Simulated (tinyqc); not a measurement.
Quasi-harmonic thermal expansion with mode Grueneisen parameters. Changing the static bulk modulus B0. Computed by tinyqc, a small Python program. Command: `OMP_NUM_THREADS=1 python tinyqc.py 3007598 3007599 out.jsonl qha sweep`. One thread of a shared host (Intel(R) Xeon(R) Processor @ 2.30GHz), about 0.04 s of CPU time with the checks.

A crystal with two atoms a cell; per atom there are 1 transverse acoustic (TA), 1/2 longitudinal acoustic (LA) and 3/2 optical (O) modes. Every frequency of group i scales as nu_i (V/V0)^(-gamma_i). Each group has one frequency. Static energy: E = (9 V0 B0/16) [y^3 B' + y^2 (2 - 4 y)], y = (V0/V)^(2/3) - 1, with pressure P_s = (3 B0/2) (z^7 - z^5) [1 + (3/4)(B' - 4)(z^2 - 1)], z = (V0/V)^(1/3).

Inputs (values chosen for the exercise, for a model crystal):

| quantity | value | unit |
|---|---|---|
| static volume V0 | 15.5 | angstrom^3/atom |
| static B' | 4.49 | - |
| frequency nu_TA | 4.74 | THz |
| frequency nu_LA | 11.2 | THz |
| frequency nu_O | 16.8 | THz |
| Grueneisen parameter gamma_TA | -1.5 | - |
| Grueneisen parameter gamma_LA | 1.2 | - |
| Grueneisen parameter gamma_O | 1.9 | - |
| temperature T | 200 | K |
| step factor f | 0.6 | - |

Acoustic groups: Einstein.

Constants: h x 1 THz = 4.135667696 meV; k_B = 8.617333262e-05 eV/K; 1 eV/angstrom^3 = 160.2176634 GPa.

Method:
- For a mode with x = h nu/(k_B T), n = 1/(exp(x) - 1): U = h nu (n + 1/2), C/k_B = x^2 n (n + 1); U_i and C_i sum these over group i with its weight per atom.
- Phonon pressure P_ph = sum_i gamma_i U_i/V.
- gamma_th = sum gamma_i C_i / sum C_i; volume expansion coefficient alpha_V = gamma_th C k_B/(B0 V0); linear coefficient alpha_V/3; first-order volume change P_ph/B0.
- Start at V0 and step V(new) = V [1 + f (P_s + P_ph)/B0]; stop when |P_s + P_ph| < 1e-8 GPa, after 60 steps, or when V leaves 0.7 to 1.3 V0.
- B_T = -V d(P_s + P_ph)/dV at fixed T (central difference, step 1e-4 V); alpha_V = sum gamma_i C_i k_B/(B_T V), all at V(T); the linear coefficient is alpha_L = alpha_V/3.
- C_P - C_V = alpha_V^2 B_T V T; the optical frequency is nu_O (V/V0)^(-gamma_O).
- At T = 0, U_i is the zero-point energy (h nu/2 a mode); solve P_s + P_ph = 0.

One run for each value:

| static bulk modulus B0 (GPa) | volume change from V0 (%) | linear expansion coefficient (ppm/K) | linear expansion, Grueneisen estimate (ppm/K) | zero-point volume change (%) |
|---|---|---|---|---|
| 85.2 | 1.0871 | -0.38100 | -0.54562 | 1.1833 |
| 114.0 | 0.8132 | -0.31584 | -0.40778 | 0.8859 |
| 152.0 | 0.6103 | -0.25412 | -0.30583 | 0.6653 |
| 202.0 | 0.4595 | -0.20085 | -0.23013 | 0.5011 |
| 269.0 | 0.3452 | -0.15630 | -0.17281 | 0.3765 |
| 359.0 | 0.2587 | -0.12022 | -0.12949 | 0.2823 |
| 479.0 | 0.1939 | -0.09184 | -0.09705 | 0.2117 |
| 639.0 | 0.1454 | -0.06982 | -0.07275 | 0.1587 |

Over the rows, volume change from V0 (%) falls from 1.09 to 0.145 (exponent d ln y / d ln x about -1.00 throughout); linear expansion coefficient (ppm/K) rises from -0.381 to -0.0698 (exponent d ln y / d ln x -0.64 between the first rows and -0.95 between the last); linear expansion, Grueneisen estimate (ppm/K) rises from -0.546 to -0.0727 (exponent d ln y / d ln x about -1.0 throughout). At the high end the exponent of linear expansion coefficient is -0.95, close to -1: alpha_L = gamma C/(3 B V). The exponent of zero-point volume change stays at -1: the shift is P_ph/B0. The same phonon pressure moves a soft crystal further. The estimate at V0 is 1.432 of the full alpha in the first row and 1.042 in the last: it is exact in the stiff limit.
